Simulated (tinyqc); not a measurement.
# Ellipsometry and reflectance of a transparent film on an absorbing substrate: two studies

Air (index 1), film, substrate with N2 = n2 - i k2; time factor exp(+i w t). q_j = sqrt(N_j^2 - sin^2 th), root with positive real part. Fresnel coefficients r_s = (q_a - q_b)/(q_a + q_b), r_p = (N_b^2 q_a - N_a^2 q_b)/(N_b^2 q_a + N_a^2 q_b). tan(Psi) exp(i Delta) = R_p/R_s, Delta taken from 0 to 360 degrees.

Values chosen for this exercise; indices close to those of a porous low-k film on silicon: wavelength lam = 800 nm; angle of incidence th = 65 degrees; index of the transparent film n1 = 1.288; film thickness d = 4.8 nm; index of the substrate n2 = 3.692; extinction coefficient of the substrate k2 = 0.0065.

Each table varies one quantity; the others keep the values above.

## Psi and Delta against the film thickness

beta = 2 pi d q1/lam, X = exp(-2 i beta), R = (r01 + r12 X)/(1 + r01 r12 X) for p and s. The last column is the derivative of Delta.

Psi and Delta against the film thickness:
```
d (nm),Psi (degrees),Delta (degrees),|R_p|^2,|R_s|^2,dDelta/dd (degrees/nm)
0,16.50,179.8,0.05456,0.6222,-0.9939
1,16.50,178.8,0.05458,0.6222,-0.9936
2,16.50,177.8,0.05461,0.6221,-0.9930
3,16.51,176.9,0.05466,0.6221,-0.9920
4,16.52,175.9,0.05474,0.6220,-0.9906
5,16.54,174.9,0.05483,0.6219,-0.9888
6,16.56,173.9,0.05494,0.6217,-0.9866
7,16.58,172.9,0.05508,0.6216,-0.9841
8,16.60,171.9,0.05523,0.6214,-0.9812
```

Delta falls from 179.83 to 171.92 degrees while Psi moves from 16.50 to 16.60: Delta changes 75.6 times as much as Psi. With the slope of the first row an error of 0.01 degree in Delta means 0.010 nm.

## Effect of the index of the transparent film

Same model as above.

dDelta/dd is the derivative of Delta; period lam/(2 q1).

Effect of the index of the transparent film:
```
n1,Psi (degrees),Delta (degrees),|R_p|^2,|R_s|^2,dDelta/dd (degrees/nm),period (nm)
1.25,16.53,175.5,0.05478,0.6219,-0.9041,464.6
1.45,16.55,173.8,0.05489,0.6217,-1.256,353.4
1.65,16.55,172.9,0.05489,0.6215,-1.435,290.1
1.85,16.54,172.6,0.05480,0.6213,-1.505,248.0
2.05,16.52,172.6,0.05465,0.6211,-1.500,217.5
2.25,16.50,172.9,0.05447,0.6210,-1.439,194.2
2.45,16.47,173.5,0.05428,0.6208,-1.332,175.7
2.65,16.45,174.1,0.05412,0.6208,-1.188,160.6
```

What does the comparison show?

Psi goes from 16.5 through a maximum of 16.6 (at n1 = 1.65 among the rows listed) to 16.4 degrees and |R_p|^2 goes from 0.0548 through a maximum of 0.0549 (at n1 = 1.45 among the rows listed) to 0.0541. The slope of Delta is largest in size, 1.50 degrees/nm, at n1 = 1.85 among the rows.

Computed by the program tinyqc: `OMP_NUM_THREADS=1 python tinyqc.py 2870123 2870124 out.jsonl`, one thread of a shared Intel Xeon 2.30GHz, about 0.01 s for the whole run.
